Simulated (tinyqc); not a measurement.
Elastic strain and critical thickness of a cubic alloy layer A(1-x)B(x) on a thick substrate. Changing the substrate thickness t_S. Computed by tinyqc, a small Python program. Command: `OMP_NUM_THREADS=1 python tinyqc.py 3025351 3025352 out.jsonl misfit sweep`. One thread of a shared host (Intel(R) Xeon(R) Processor @ 2.30GHz), about 0.01 s of CPU time with the checks.

Strain is positive in tension. The layer is coherent with the substrate unless said otherwise.

Inputs (values chosen for the exercise, modelled on Ga(1-x)In(x)As on InP):

| quantity | value | unit |
|---|---|---|
| fraction x of B | 0.18 | - |
| lattice constant a_A | 5.653 | angstrom |
| lattice constant a_B | 6.058 | angstrom |
| substrate lattice constant a_S | 5.869 | angstrom |
| layer thickness h | 29 | nm |
| biaxial modulus of the substrate M_S | 104 | GPa |
| wafer diameter W | 50 | mm |

Growth plane: (111).

C11, C12, C44 of A (GPa): 118.3  53.73  58.92

C11, C12, C44 of B (GPa): 82.9  44.79  39.12

Method:
- a = (1 - x) a_A + x a_B, the same rule for each C_ij; misfit f = (a_S - a)/a, the in-plane strain of the coherent layer.
- (111): D = 2 (C11 + 2 C12 - 2 C44)/(C11 + 2 C12 + 4 C44), M = 6 C44 (C11 + 2 C12)/(C11 + 2 C12 + 4 C44). The free surface carries no normal stress, so e_perp = -D f; dV/V = 2 f + e_perp; stress = M f; energy per area = M f^2 h (1 GPa nm = 1 J/m^2).
- Stoney: curvature = 6 |stress| h/(M_S t_S^2); radius = 1/curvature; bow = curvature W^2/8.

One run for each value:

| substrate thickness t_S (micrometre) | curvature (1/m) | radius of curvature (m) | bow (micrometre) |
|---|---|---|---|
| 100 | 0.68604 | 1.46 | 214.39 |
| 150 | 0.30491 | 3.28 | 95.28 |
| 220 | 0.14174 | 7.05 | 44.30 |
| 320 | 0.06700 | 14.93 | 20.94 |
| 460 | 0.03242 | 30.84 | 10.13 |
| 680 | 0.01484 | 67.40 | 4.64 |
| 1000 | 0.00686 | 145.76 | 2.14 |

What does the table show, and why?

Over the rows, curvature (1/m) falls from 0.686 to 0.00686 (exponent d ln y / d ln x about -2.0 throughout); radius of curvature (m) rises from 1.46 to 146 (exponent d ln y / d ln x about 2.0 throughout); bow (micrometre) falls from 214 to 2.14 (exponent d ln y / d ln x about -2.0 throughout). The exponent of curvature stays at -2: the bending stiffness grows as t^3 and the lever arm as t.

Caution (all rows): above about 2 % misfit, linear elasticity is rough and compressed layers tend to form islands before dislocations. Caution (all rows): M_S is near the value for a (001) wafer; a (111) wafer is stiffer and bends less. Caution (all rows): the curvature assumes a coherent layer, but h exceeds h_c. Caution (rows 100, 150, 220): a bow above a fifth of the wafer thickness is beyond Stoney's small-deflection limit.
